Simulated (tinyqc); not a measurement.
Composition and strain of an epitaxial Si(1-x)Ge(x) layer from Raman and X-ray peaks: one step, computed by the program tinyqc. Command: `OMP_NUM_THREADS=1 python tinyqc.py 3014731 3014732 out.jsonl epiraman walk`. One thread of a shared host (Intel(R) Xeon(R) Processor @ 2.30GHz), about 0.01 s of CPU time with the checks.

A (001) layer, biaxially strained in the plane. The Raman peaks follow empirical lines omega = w0 + c1 x + c3 x^3 + b eps (c3 for Si-Ge alone), with eps the in-plane strain.

Question. Raman peaks. Insert x and eps in the three lines; the strain part is b eps.

Inputs (values chosen for the exercise, modelled on silicon-germanium):

| quantity | value | unit |
|---|---|---|
| Ge fraction x | 0.79 | - |
| Si-Si: w0 | 521.2 | 1/cm |
| Si-Si: c1 | -70.2 | 1/cm |
| Si-Si: strain coefficient b | -779 | 1/cm |
| Si-Ge: w0 | 399.9 | 1/cm |
| Si-Ge: c1 | 25.2 | 1/cm |
| Si-Ge: c3 | -32.8 | 1/cm |
| Si-Ge: strain coefficient b | -564 | 1/cm |
| Ge-Ge: w0 | 280.5 | 1/cm |
| Ge-Ge: c1 | 19.2 | 1/cm |
| Ge-Ge: strain coefficient b | -456 | 1/cm |

Substrate: silicon.

in-plane strain eps = -31.21942 per mille

Give: Si-Si peak; Si-Ge peak; Ge-Ge peak; strain parts.

Answer.

Si-Si peak = 490.1 1/cm

Si-Ge peak = 421.2 1/cm

Ge-Ge peak = 309.9 1/cm

strain parts (1/cm): Si-Si 24.32, Si-Ge 17.61, Ge-Ge 14.24

Read as unstrained, the Si-Si peak would give x = 0.444 in place of 0.79. Caution: strains above 2 % survive only in layers a few nanometres thick, and the linear relations lose accuracy.
